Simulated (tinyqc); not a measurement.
Raising U: Hubbard ring of 5 sites, mean field against exact. Computed by the program tinyqc. Command: `OMP_NUM_THREADS=1 python tinyqc.py 115154 115155 out.jsonl`; one thread of a shared host (Intel(R) Xeon(R) Processor @ 2.60GHz), about 20 s.

one-body matrix (hopping and site energies) (eV):
```
         1        2        3        4        5
1   0.0000  -1.8900   0.0000   0.0000  -1.8900
2  -1.8900   0.0000  -1.8900   0.0000   0.0000
3   0.0000  -1.8900   0.0000  -1.8900   0.0000
4   0.0000   0.0000  -1.8900   0.0000  -1.8900
5  -1.8900   0.0000   0.0000  -1.8900   0.0000
```

electrons, up and down: 3  2

Collinear unrestricted mean field (the lowest of 40 random starts) against exact diagonalisation.

Exact and mean-field results (eV):
```
U            U/t    E exact  E mean field  mean |n_up - n_down|  double occupancy, exact  first gap in the sector
0.9400    0.4974  -9.979030     -9.943116                0.2000                   0.2216                   0.0000
1.8900    1.0000  -8.972860     -8.825311                0.2200                   0.2019                   0.0000
3.7800    2.0000  -7.257633     -6.675818                0.3353                   0.1610                   0.0000
5.6700    3.0000  -5.921228     -4.865835                0.6113                   0.1227                   0.0000
7.5600    4.0000  -4.914154     -3.714591                0.7873                   0.0918                   0.0000
11.3400   6.0000  -3.586995     -2.501671                0.9086                   0.0530                   0.0000
15.1200   8.0000  -2.792078     -1.882410                0.9492                   0.0332                   0.0000
22.6800  12.0000  -1.916019     -1.257784                0.9776                   0.0161                   0.0000
37.8000  20.0000  -1.167855     -0.755525                0.9920                   0.0061                   0.0000
```

In absolute terms mean field is worst at U/t = 4.0, 1.200 eV too high: at small U it is nearly exact, and at large U it misses only exchange-scale energies. Relative to the exact energy its error is 0.4 % at the smallest U, 35 % at most and 35 % at the largest. The double occupancy falls from 0.222 to 0.006; the lowest level is degenerate at every U, so the first gap stays zero.
